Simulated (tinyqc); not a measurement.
What moves the results: Slater-Koster d bands of a bcc metal. A value that a table varies takes the place of the one given here.

Slater-Koster d bands. For a bond with direction cosines (l, m, n) the 5 x 5 block is dds Ps + ddp Pp + ddd (1 - Ps - Pp), the projectors on sigma, pi and delta states about the bond; for instance <xy|xy> = 3 l^2 m^2 dds + (l^2 + m^2 - 4 l^2 m^2) ddp + (n^2 + l^2 m^2) ddd, <xy|yz> = 3 l m^2 n dds + l n (1 - 4 m^2) ddp + l n (m^2 - 1) ddd and <3z2-r2|3z2-r2> = (n^2 - (l^2 + m^2)/2)^2 dds + 3 n^2 (l^2 + m^2) ddp + (3/4)(l^2 + m^2)^2 ddd. H(k) sums the blocks times cos(k.R) over the neighbours; the d level is the zero of energy; k in 2 pi/a.

Neighbours: eight at (a/2)(1,1,1) and equivalents, and six at a(1,0,0) and equivalents with the integrals times f2.

Mesh: k = f1 b1 + f2 b2 + f3 b3 with fractions (j + 1/2)/N, j = 0 to N - 1, and b = (-1,1,1), (1,-1,1), (1,1,-1) for fcc, (0,1,1), (1,0,1), (1,1,0) for bcc, unit vectors for simple cubic. The lowest Nd/10 of all levels are filled with two electrons each; the bond energy is their sum per atom.

Inputs chosen for the exercise (of the size met in Mo; not measured data): dds = -1.337 eV (dd sigma); ddp = 0.602 eV (dd pi); ddd = -0.227 eV (dd delta); f2 = 0.61 (factor on all three integrals for second neighbours); N = 8 (mesh).

## Band filling: full bands against the rectangular model

W = sqrt(12 mu2) with mu2 the mean square level on the mesh; rectangular model: Fermi level W (Nd/10 - 1/2), bond energy -W Nd (10 - Nd)/20. The Fermi level of the mesh is the highest filled level.

Per atom (eV):
```
Nd  EF, bands  bond energy, bands  EF, rectangle  bond energy, rectangle
1      -3.042              -3.409         -3.206                  -3.606
2      -2.640              -6.194         -2.404                  -6.412
3      -2.186              -8.546         -1.603                  -8.415
4      -0.941             -10.097         -0.801                  -9.617
5       0.438             -10.201          0.000                 -10.018
6       1.101              -9.361          0.801                  -9.617
7       1.521              -7.996          1.603                  -8.415
8       2.121              -6.101          2.404                  -6.412
9       2.979              -3.600          3.206                  -3.606
```

W = 8.014 eV
full width on the mesh = 9.512 eV

How do the results move?

The bond energy is deepest at Nd = 5 (-10.201 eV); the rectangle has its minimum at 5. The two differ most at Nd = 4, by 0.480 eV or 5 % of the deepest value: the second moment fixes the parabola, and higher moments the rest. At Nd = 3 and 7 the bands give -8.546 and -7.996 eV, a skew towards less than half filling.

## Which lattice a d-band metal prefers

fcc has twelve neighbours, bcc eight and six (the six times f2), simple cubic six. The integrals of bcc and sc are scaled so that all three have the second moment of fcc, which stands for equal repulsion (structural energy difference theorem). s and p electrons are left out.

Bond energy per atom:
```
Nd  fcc (eV)  bcc - fcc (meV)  sc - fcc (meV)
1     -3.924              232            -485
2     -6.839              132            -237
3     -8.994             -261             196
4    -10.532             -402             854
5    -11.063               17            1057
6    -10.509              372             831
7     -8.970              311             172
8     -6.749              142            -328
9     -3.749             -150            -660
```

scale factors: bcc 1.0829, sc 1.4142

mu3/mu2^1.5: fcc -0.051, bcc -0.058, sc 0.000

mu4/mu2^2: fcc 1.762, bcc 1.726, sc 2.744

largest change of a difference when N is raised to 14 = 38 meV

What does this show, and why?

fcc is lowest for Nd = 5, 6 and 7. bcc is lowest for Nd = 3 and 4. sc is lowest for Nd = 1, 2, 8 and 9. bcc gains most on fcc at Nd = 4 (-402 meV). A small fourth moment marks a two-peaked band, which tends to favour fillings near one half; bcc has -2 % against fcc, and at Nd = 5 it lies +17 meV from fcc, which the fourth moment alone does not explain (differences of a few tens of meV are within the error of the mesh; hcp is left out, and this d-only model can miss the lattice of the real metal). The third moments, from three-membered rings, skew the bands. That simple cubic wins anywhere comes from keeping d bands and equal second moments alone; no transition metal takes it. Differences below about 38 meV are within the error of this mesh, and the s and p electrons left out weigh most where the d band is nearly empty or full.

## What each integral does

Levels at Gamma, E(t2g) = (8/3) dds + (16/9) ddp + (32/9) ddd + f2 (4 ddp + 2 ddd), E(eg) = (16/3) ddp + (8/3) ddd + f2 (3 dds + 3 ddd), and W = sqrt(12 mu2), the width of a rectangular band with the same second moment mu2 = z (dds^2 + 2 ddp^2 + 2 ddd^2)/5, z = 8 + 6 f2^2. Each row changes one parameter from the base and keeps the others.

Results:
```
case              t2g (eV)  eg (eV)  W (eV)
base               -2.1103  -0.2568  8.0144
dds = -1.5375 eV   -2.6449  -0.6237  8.8535
ddp = 0.5117 eV    -2.4911  -0.7384  7.7001
ddd = -0.2611 eV   -2.2731  -0.4101  8.0652
f2 = 0.7015        -1.9315  -0.6861  8.2916
```

What can be read from the table?

The largest shifts from the base row, up to three for each result and ties (the steps differ in size, so this ranks the rows, not the parameters). t2g (eV): dds -0.5347, ddp -0.3809, f2 +0.1788. eg (eV): ddp -0.4816, f2 -0.4293, dds -0.3669. W (eV): dds +0.8391, ddp -0.3143, f2 +0.2772. The ratio of the shifts of t2g and eg names the integral: it is the ratio of the coefficients in the two formulas.

Program tinyqc; command `OMP_NUM_THREADS=1 python tinyqc.py 1451632 1451633 out.jsonl`; about 0.05 s on one thread of a shared Intel(R) Xeon(R) Processor @ 2.30GHz.
